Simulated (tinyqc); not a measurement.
Inside a calculation. Method: MP2 on RHF in the sto-3g basis, for H2, spin multiplicity 1. One step of it, computed by the program tinyqc.

Problem. Second-order Moller-Plesset energy. E2 = sum_ijab (ia|jb) [2 (ia|jb) - (ib|ja)] / (e_i + e_j - e_a - e_b) over occupied i, j and virtual a, b; the opposite-spin part is (ia|jb)^2 / denominator, the rest is same-spin, and SCS-MP2 scales them by 6/5 and 1/3.

orbital energies (hartree): [-0.564732, 0.637150]

Two-electron integrals over orbitals (pq|rs), unique and non-zero (hartree):
```
(11|11) 0.668273   (21|21) 0.183132   (22|11) 0.657852   (22|22) 0.691451
```

Hartree-Fock energy = -1.11404586 hartree

Give: Terms; Pair energies; MP2 correlation energy; SCS-MP2 correlation energy; MP2 total energy.

Solution.

Terms:
```
i  j  a  b  (ia|jb)  (ib|ja)  denominator    term
1  1  2  2    0.183    0.183       -2.404  -0.014
```

Pair energies (hartree; pair i-j sums ij and ji):
```
pair  opposite spin  same spin
1-1          -0.014      0.000
```

MP2 correlation energy = -0.01395 hartree

SCS-MP2 correlation energy = -0.01674 hartree

MP2 total energy = -1.12800 hartree
